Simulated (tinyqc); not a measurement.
# Reverse leakage of an n+-p junction: diffusion, generation, trap-assisted and band-to-band tunnelling: effects of single changes

One-sided abrupt junction in the depletion approximation, x from the junction (0) to W on the p side, field F = F0 (1 - x/W). Flat quasi-Fermi levels, long p side. Traps generate through SRH with both lifetimes shortened by 1 + Gamma (Hurkx enhancement, form for moderate fields); band-to-band generation is local and needs a total bending above Eg.

Inputs (values chosen for the exercise); band and dielectric values close to those of silicon:
- T = 358 K (temperature)
- Eg = 1.12 eV (band gap)
- eps_r = 11.8 (relative permittivity)
- Nc = 3.66e19 cm^-3 (conduction-band density of states at T)
- Nv = 3.48e19 cm^-3 (valence-band density of states at T)
- Na = 3.1e16 cm^-3 (acceptor density of the lighter side)
- Nd = 5e19 cm^-3 (donor density of the heavier side)
- tau = 2e-9 s (SRH lifetime of both carriers at zero field)
- Et = 0.1 eV (trap level above the intrinsic level)
- mt = 0.26 m0 (tunnelling mass)
- Dn = 12 cm^2/s (electron diffusion coefficient on the lighter side)
- Ab = 3.9e14 cm^-0.5 V^-2.5 s^-1 (band-to-band prefactor)
- Bb = 1.87e7 V/cm (band-to-band field constant)
- VR = 1.1 V (reverse bias)

Constants: q = 1.602176634e-19 C, kB = 1.380649e-23 J/K, hbar = 1.054571817e-34 J s, m0 = 9.1093837015e-31 kg, Vt = kB T/q, eps0 = 8.8541878128e-14 F/cm where lengths are in cm. Results are converted to the units shown.

Each table varies one quantity; the others keep the values above.

## Leakage components against the reverse bias

ni = sqrt(Nc Nv) exp(-Eg/(2 Vt)), Eg in volts; Vbi = Vt ln(Na Nd/ni^2); W = sqrt(2 eps0 eps_r (Vbi + VR)/(q Na)); F0 = 2 (Vbi + VR)/W; FG = sqrt(24 mt m0 (kB T)^3)/(q hbar); J_diff = q ni^2 sqrt(Dn/tau)(1 - exp(-VR/Vt))/Na. u = (Vbi + VR)(1 - x/W)^2, p = Na exp(-u/Vt), n = Nd exp((u - Vbi - VR)/Vt); G0 = ni^2 (1 - exp(-VR/Vt))/(tau (n + p + 2 ni cosh(Et/Vt))); Gamma = 2 sqrt(3 pi)(F/FG) exp((F/FG)^2); trap-assisted part G0 Gamma; G_bb = Ab F^2.5 exp(-Bb/F) with F in V/cm, zero unless Vbi + VR > Eg, and counted as zero under 1 cm^-3 s^-1. Currents are q times the integrals over 0 to W; J_bb under 1e-8 of J is printed as 0; rows with F0/FG above 2.2, beyond the range of this Gamma, are left out.

The same in every row: J_bb (A/cm^2) = 0.

Leakage components against the reverse bias:

| VR (V) | F0 (kV/cm) | F0/FG | J_diff (A/cm^2) | J_SRH (A/cm^2) | J_TAT (A/cm^2) | J (A/cm^2) | largest part |
|---|---|---|---|---|---|---|---|
| 0.2 | 103 | 0.210 | 8.71e-8 | 9.33e-6 | 7.43e-6 | 1.68e-5 | SRH generation |
| 1 | 135 | 0.275 | 8.72e-8 | 2.13e-5 | 2.27e-5 | 4.41e-5 | trap-assisted tunnelling |
| 1.8 | 161 | 0.328 | 8.72e-8 | 3.02e-5 | 3.84e-5 | 6.87e-5 | trap-assisted tunnelling |
| 2.6 | 183 | 0.373 | 8.72e-8 | 3.76e-5 | 5.47e-5 | 9.23e-5 | trap-assisted tunnelling |
| 3.4 | 202 | 0.413 | 8.72e-8 | 4.41e-5 | 7.14e-5 | 1.16e-4 | trap-assisted tunnelling |
| 4.2 | 220 | 0.450 | 8.72e-8 | 4.99e-5 | 8.87e-5 | 1.39e-4 | trap-assisted tunnelling |
| 5 | 237 | 0.484 | 8.72e-8 | 5.52e-5 | 1.07e-4 | 1.62e-4 | trap-assisted tunnelling |
| 5.8 | 253 | 0.515 | 8.72e-8 | 6.02e-5 | 1.25e-4 | 1.85e-4 | trap-assisted tunnelling |
| 6.6 | 267 | 0.545 | 8.72e-8 | 6.48e-5 | 1.44e-4 | 2.09e-4 | trap-assisted tunnelling |

What does the table show?

J rises from 1.68e-5 to 2.09e-4 A/cm^2. SRH generation leads at VR = 0.2, trap-assisted tunnelling from 1 on. The ratio J_TAT/J_SRH goes from 0.797 to 2.22 as F0/FG goes from 0.210 to 0.545.

## Leakage components against the SRH lifetime of both carriers at zero field

Same model as above.

The same in every row: F0 (kV/cm) = 138; F0/FG = 0.282; J_bb (A/cm^2) = 0.

Results:

| tau (s) | J_diff (A/cm^2) | J_SRH (A/cm^2) | J_TAT (A/cm^2) | J (A/cm^2) | largest part |
|---|---|---|---|---|---|
| 1e-10 | 3.90e-7 | 4.51e-4 | 4.92e-4 | 9.44e-4 | trap-assisted tunnelling |
| 1e-9 | 1.23e-7 | 4.51e-5 | 4.92e-5 | 9.45e-5 | trap-assisted tunnelling |
| 1e-7 | 1.23e-8 | 4.51e-7 | 4.92e-7 | 9.56e-7 | trap-assisted tunnelling |
| 1e-6 | 3.90e-9 | 4.51e-8 | 4.92e-8 | 9.82e-8 | trap-assisted tunnelling |
| 1e-5 | 1.23e-9 | 4.51e-9 | 4.92e-9 | 1.07e-8 | trap-assisted tunnelling |
| 0.0001 | 3.90e-10 | 4.51e-10 | 4.92e-10 | 1.33e-9 | trap-assisted tunnelling |

Estimate the missing row, tau = 1e-8 s.

Computed row:

| tau (s) | J_diff (A/cm^2) | J_SRH (A/cm^2) | J_TAT (A/cm^2) | J (A/cm^2) | largest part |
|---|---|---|---|---|---|
| 1e-8 | 3.90e-8 | 4.51e-6 | 4.92e-6 | 9.47e-6 | trap-assisted tunnelling |

With this row back in the table: J falls from 9.44e-4 to 1.33e-9 A/cm^2. Trap-assisted tunnelling leads at tau = 1e-10 and in all other rows. J_SRH and J_TAT go as 1/tau and J_diff as tau^(-1/2); J_bb does not depend on it.

Range of the model: The n+ side is degenerate, so Vbi from Boltzmann statistics is only a guide.

Numbers from tinyqc (`OMP_NUM_THREADS=1 python tinyqc.py 2290117 2290118 out.jsonl`; about 0.01 s on one thread of a shared Intel Xeon 2.30GHz).
